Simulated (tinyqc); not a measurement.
Reaction control against transport control: chemical vapour deposition: Grove model, boundary layer, depletion and step coverage. Computed by tinyqc, a small Python program. Command: `OMP_NUM_THREADS=1 python tinyqc.py 3000752 3000753 out.jsonl cvd walk`. One thread of a shared host (Intel(R) Xeon(R) Processor @ 2.30GHz), about 0.01 s of CPU time with the checks.

A precursor diffuses to the surface and reacts there at first order; each molecule that reacts adds one formula unit of film.

Inputs (values chosen for the exercise, close to those used for epitaxial silicon from a chlorosilane):

| quantity | value | unit |
|---|---|---|
| prefactor k0 of k_s | 2.8e+06 | cm/s |
| activation energy E | 1.84 | eV |
| temperature T | 1180 | C |
| total pressure p | 22 | torr |
| mole fraction of the precursor Y | 0.003 | - |
| gas diffusivity D0 at 273.15 K and 760 torr | 0.25 | cm^2/s |
| film density N | 5e+22 | formula units/cm^3 |
| gas velocity U | 63 | cm/s |
| kinematic viscosity nu0 at 273.15 K and 760 torr | 0.59 | cm^2/s |
| susceptor length L | 53 | cm |
| channel height b | 7.4 | cm |

Reactor: horizontal, reduced pressure.

Constants: k_B = 8.617333262e-05 eV/K; k_B = 1.380649e-23 J/K.

Method:
- k_s = k0 exp(-E/(k_B T)); C_g = Y p/(k_B T), 1 torr = 133.322 Pa; D = D0 (T/273.15)^1.75 (760/p).
- nu = nu0 (T/273.15)^1.75 (760/p); Re = U L/nu; mean boundary layer delta = (2/3) L/sqrt(Re), at most b/2; h_g = D/delta.
- Fluxes in series: C_s = C_g/(1 + k_s/h_g); growth rate G = k_s h_g/(k_s + h_g) C_g/N; 1 cm/s = 6e8 nm/min.
- Temperatures in kelvin are T(C) + 273.15.

Rates:

| T (C) | k_s (cm/s) | h_g (cm/s) | G (nm/min) | reaction limit (nm/min) | transport limit (nm/min) |
|---|---|---|---|---|---|
| 980 | 0.1115 | 33.569 | 0.678 | 0.680 | 204.87 |
| 1030 | 0.2144 | 35.947 | 1.251 | 1.258 | 210.97 |
| 1080 | 0.3928 | 38.396 | 2.197 | 2.220 | 217.01 |
| 1130 | 0.6892 | 40.913 | 3.694 | 3.756 | 223.00 |
| 1180 | 1.1634 | 43.498 | 5.963 | 6.123 | 228.93 |
| 1230 | 1.8966 | 46.151 | 9.269 | 9.650 | 234.81 |
| 1280 | 2.9963 | 48.871 | 13.902 | 14.754 | 240.65 |
| 1330 | 4.6005 | 51.657 | 20.152 | 21.947 | 246.43 |
| 1380 | 6.8826 | 54.510 | 28.271 | 31.841 | 252.18 |

What follows from these numbers?

The apparent activation energy of G is 1.72 eV between the first rows and 1.55 eV between the last, against E = 1.84 eV. k_s stays below h_g, but mixed control begins at the hot end, which lowers the slope there. In the reaction limit the slope is E - k_B T, because C_g falls as 1/T; any further lowering comes from transport.
